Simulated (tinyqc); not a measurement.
Bandgap voltage reference from two bipolar transistors: output against temperature.

Two transistors of area 1 and N carry the same current I. Is(T) = Is (T/T0)^eta exp[(Vg0 q/kB)(1/T0 - 1/T)], VBE1 = Vt ln(I/Is(T)) + I rb, VBE2 = Vt ln(I/(N Is(T))) + I rb/N. The amplifier forces I R1(T) = VBE1 - VBE2 + Vos, with R(T) = R (1 + tc (T - T0)) for both resistors, and the output is Vref = VBE1 + I R2(T). Base currents and the Early effect are neglected.

Vt = kB T/q; I = (Vt ln N + Vos)/(R1(T) - rb (1 - 1/N)).

Inputs (values chosen for the exercise); values of the order met in silicon bipolar transistors:

| symbol | value | unit | meaning |
|---|---|---|---|
| T0 | 300 | K | reference temperature |
| Vg0 | 1.179 | V | band-gap voltage extrapolated to 0 K |
| eta | 3.2 |  | temperature exponent of the saturation current |
| Is | 1e-17 | A | saturation current of the unit transistor at T0 |
| N | 24 |  | area ratio of the second transistor |
| R1 | 5.1 | kohm | resistor across which the difference of VBE falls, at T0 |
| tc | 0 | ppm/K | temperature coefficient of both resistors |
| Vos | 1.6 | mV | offset of the amplifier |
| rb | 130 | ohm | series resistance of the unit transistor |
| R2 | 29.14 | kohm | output resistor at T0 |

Constants: q = 1.602176634e-19 C, kB = 1.380649e-23 J/K. Results are converted to the units shown.

Output against temperature:
```
T (K),I (uA),VBE1 (V),I R2 (V),Vref (V),Vref - Vref(T0) (mV),dVref/dT (uV/K)
218,12.32,0.8660,0.3590,1.225,4.551,-23.62
233,13.15,0.8415,0.3831,1.225,4.101,-36.24
253,14.25,0.8086,0.4152,1.224,3.218,-51.86
273,15.35,0.7753,0.4473,1.223,2.035,-66.29
298,16.72,0.7333,0.4874,1.221,0.1671,-82.90
323,18.10,0.6910,0.5275,1.218,-2.099,-98.18
348,19.48,0.6482,0.5675,1.216,-4.732,-112.3
373,20.85,0.6052,0.6076,1.213,-7.706,-125.5
398,22.23,0.5618,0.6477,1.210,-11.00,-137.8
423,23.60,0.5181,0.6878,1.206,-14.59,-149.3
```

VBE1 falls by 1.70 mV/K on average and I R2 rises by 1.60 mV/K. The slope of Vref vanishes at T = 192 K. Between 233 and 398 K Vref spans 15.1 mV, or 75.1 ppm/K by the box method (span over the average over T, over 165 K).

Computed by the program tinyqc: `OMP_NUM_THREADS=1 python tinyqc.py 2062193 2062194 out.jsonl`, one thread of a shared Intel Xeon 2.30GHz, about 0.03 s for the whole run.
